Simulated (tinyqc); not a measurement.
Inside a calculation. Method: RKS/LDA (VWN5) in the 6-31g basis, for H3+, spin multiplicity 1. One step of it, computed by the program tinyqc.

Problem. Iteration 1: building the Kohn-Sham matrix. J_ij = sum D_kl (ij|kl); F = H + J + V_xc; E = tr D H + tr D J / 2 + E_xc + E_nn.

D at the start, lower triangle:
```
           1H 1s     1H 2s      2H 1s     2H 2s     3H 1s     3H 2s
1H 1s   0.181492
1H 2s   0.196132  0.212366
2H 1s  -0.005243  0.000182   0.181066
2H 2s   0.001655  0.008461   0.196946  0.214932
3H 1s  -0.005663  0.000027  -0.006658  0.001169  0.180872
3H 2s   0.001878  0.009037   0.001539  0.011200  0.196992  0.215358
```

core Hamiltonian H = T + V (hartree), lower triangle:
```
           1H 1s      1H 2s      2H 1s      2H 2s      3H 1s      3H 2s
1H 1s  -1.249226
1H 2s  -1.129463  -1.285801
2H 1s  -0.560451  -0.747357  -1.170039
2H 2s  -0.769610  -1.037680  -1.078974  -1.232610
3H 1s  -0.448201  -0.672207  -0.255634  -0.536196  -1.125512
3H 2s  -0.704228  -0.982252  -0.546140  -0.855590  -1.051714  -1.208029
```

Two-electron integrals (ij|kl) in chemists' order, unique and non-zero (hartree):
```
(11|11) 1.076566   (21|11) 0.578470   (21|21) 0.329423   (22|11) 0.587396
(22|21) 0.361304   (22|22) 0.453150   (31|11) 0.193574   (31|21) 0.113045
(31|22) 0.128315   (31|31) 0.053842   (32|11) 0.232205   (32|21) 0.144849
(32|22) 0.184681   (32|31) 0.075271   (32|32) 0.122969   (33|11) 0.510398
(33|21) 0.327412   (33|22) 0.437655   (33|31) 0.193574   (33|32) 0.345192
(33|33) 1.076566   (41|11) 0.345192   (41|21) 0.197851   (41|22) 0.219230
(41|31) 0.075271   (41|32) 0.099295   (41|33) 0.232205   (41|41) 0.122969
(42|11) 0.401296   (42|21) 0.249306   (42|22) 0.319794   (42|31) 0.102696
(42|32) 0.159254   (42|33) 0.401296   (42|41) 0.159254   (42|42) 0.248893
(43|11) 0.327412   (43|21) 0.208529   (43|22) 0.278184   (43|31) 0.113045
(43|32) 0.197851   (43|33) 0.578470   (43|41) 0.144849   (43|42) 0.249306
(43|43) 0.329423   (44|11) 0.437655   (44|21) 0.278184   (44|22) 0.376836
(44|31) 0.128315   (44|32) 0.219230   (44|33) 0.587396   (44|41) 0.184681
(44|42) 0.319794   (44|43) 0.361304   (44|44) 0.453150   (51|11) 0.143376
(51|21) 0.084508   (51|22) 0.097347   (51|31) 0.030304   (51|32) 0.040358
(51|33) 0.091238   (51|41) 0.051920   (51|42) 0.069322   (51|43) 0.058593
(51|44) 0.079005   (51|51) 0.031677   (52|11) 0.198297   (52|21) 0.124797
(52|22) 0.162238   (52|31) 0.045899   (52|32) 0.067536   (52|33) 0.157281
(52|41) 0.077526   (52|42) 0.118552   (52|43) 0.101640   (52|44) 0.141277
(52|51) 0.051796   (52|52) 0.101106   (53|11) 0.055789   (53|21) 0.034881
(53|22) 0.044216   (53|31) 0.016560   (53|32) 0.025612   (53|33) 0.065856
(53|41) 0.023424   (53|42) 0.036397   (53|43) 0.039666   (53|44) 0.047331
(53|51) 0.013150   (53|52) 0.023597   (53|53) 0.007985   (54|11) 0.146194
(54|21) 0.092597   (54|22) 0.122096   (54|31) 0.036598   (54|32) 0.055718
(54|33) 0.133022   (54|41) 0.058955   (54|42) 0.093251   (54|43) 0.085161
(54|44) 0.115426   (54|51) 0.038519   (54|52) 0.076539   (54|53) 0.019460
(54|54) 0.059969   (55|11) 0.469548   (55|21) 0.303769   (55|22) 0.416573
(55|31) 0.111513   (55|32) 0.169724   (55|33) 0.393606   (55|41) 0.189765
(55|42) 0.307564   (55|43) 0.257541   (55|44) 0.369743   (55|51) 0.143376
(55|52) 0.311536   (55|53) 0.065856   (55|54) 0.236925   (55|55) 1.076566
(61|11) 0.311536   (61|21) 0.178786   (61|22) 0.198504   (61|31) 0.062747
(61|32) 0.081472   (61|33) 0.185429   (61|41) 0.108278   (61|42) 0.138697
(61|43) 0.117827   (61|44) 0.156369   (61|51) 0.051796   (61|52) 0.078883
(61|53) 0.021560   (61|54) 0.058601   (61|55) 0.198297   (61|61) 0.101106
(62|11) 0.372245   (62|21) 0.231682   (62|22) 0.298438   (62|31) 0.084795
(62|32) 0.125555   (62|33) 0.300570   (62|41) 0.142332   (62|42) 0.215713
(62|43) 0.191348   (62|44) 0.260226   (62|51) 0.074463   (62|52) 0.135345
(62|53) 0.034794   (62|54) 0.102621   (62|55) 0.372245   (62|61) 0.135345
(62|62) 0.220921   (63|11) 0.154320   (63|21) 0.097036   (63|22) 0.125806
(63|31) 0.050536   (63|32) 0.084123   (63|33) 0.236925   (63|41) 0.066633
(63|42) 0.109336   (63|43) 0.136423   (63|44) 0.152279   (63|51) 0.029615
(63|52) 0.051510   (63|53) 0.019460   (63|54) 0.043044   (63|55) 0.133022
(63|61) 0.056309   (63|62) 0.090309   (63|63) 0.059969   (64|11) 0.284884
(64|21) 0.179464   (64|22) 0.237822   (64|31) 0.075141   (64|32) 0.120181
(64|33) 0.304872   (64|41) 0.115511   (64|42) 0.188625   (64|43) 0.190635
(64|44) 0.248228   (64|51) 0.058720   (64|52) 0.109919   (64|53) 0.032058
(64|54) 0.087697   (64|55) 0.304872   (64|61) 0.105627   (64|62) 0.179407
(64|63) 0.087697   (64|64) 0.160678   (65|11) 0.303769   (65|21) 0.195093
(65|22) 0.265992   (65|31) 0.072068   (65|32) 0.109882   (65|33) 0.257541
(65|41) 0.121624   (65|42) 0.196453   (65|43) 0.167640   (65|44) 0.238388
(65|51) 0.084508   (65|52) 0.178786   (65|53) 0.039666   (65|54) 0.136423
(65|55) 0.578470   (65|61) 0.124797   (65|62) 0.231682   (65|63) 0.085161
(65|64) 0.190635   (65|65) 0.329423   (66|11) 0.416573   (66|21) 0.265992
(66|22) 0.364520   (66|31) 0.098943   (66|32) 0.153563   (66|33) 0.369743
(66|41) 0.164968   (66|42) 0.269456   (66|43) 0.238388   (66|44) 0.335293
(66|51) 0.097347   (66|52) 0.198504   (66|53) 0.047331   (66|54) 0.152279
(66|55) 0.587396   (66|61) 0.162238   (66|62) 0.298438   (66|63) 0.115426
(66|64) 0.248228   (66|65) 0.361304   (66|66) 0.453150
```

nuclear repulsion = 1.38700320 hartree

V_xc (hartree), lower triangle:
```
           1H 1s      1H 2s      2H 1s      2H 2s      3H 1s      3H 2s
1H 1s  -0.444626
1H 2s  -0.251496  -0.273069
2H 1s  -0.103097  -0.155634  -0.438051
2H 2s  -0.158367  -0.212376  -0.245316  -0.265277
3H 1s  -0.077798  -0.139394  -0.037960  -0.107281  -0.433864
3H 2s  -0.143138  -0.200362  -0.108091  -0.171122  -0.242400  -0.262642
```

E_xc = sum of w rho eps_xc = -0.54508495 hartree

Give: Coulomb J; Kohn-Sham matrix F; total energy of this density.

Solution.

Coulomb J (hartree), lower triangle:
```
       1H 1s  1H 2s  2H 1s  2H 2s  3H 1s  3H 2s
1H 1s  1.176
1H 2s  0.713  0.888
2H 1s  0.288  0.440  1.133
2H 2s  0.451  0.681  0.688  0.862
3H 1s  0.220  0.394  0.110  0.306  1.112
3H 2s  0.409  0.641  0.310  0.549  0.675  0.851
```

Kohn-Sham matrix F (hartree), lower triangle:
```
        1H 1s   1H 2s   2H 1s   2H 2s   3H 1s   3H 2s
1H 1s  -0.518
1H 2s  -0.668  -0.671
2H 1s  -0.375  -0.463  -0.475
2H 2s  -0.477  -0.569  -0.637  -0.635
3H 1s  -0.306  -0.417  -0.183  -0.338  -0.448
3H 2s  -0.438  -0.541  -0.345  -0.477  -0.619  -0.620
```

total energy of this density = -0.91594 hartree

This density is the starting one; it is not idempotent, so its energy is not variational and may lie below the converged one.
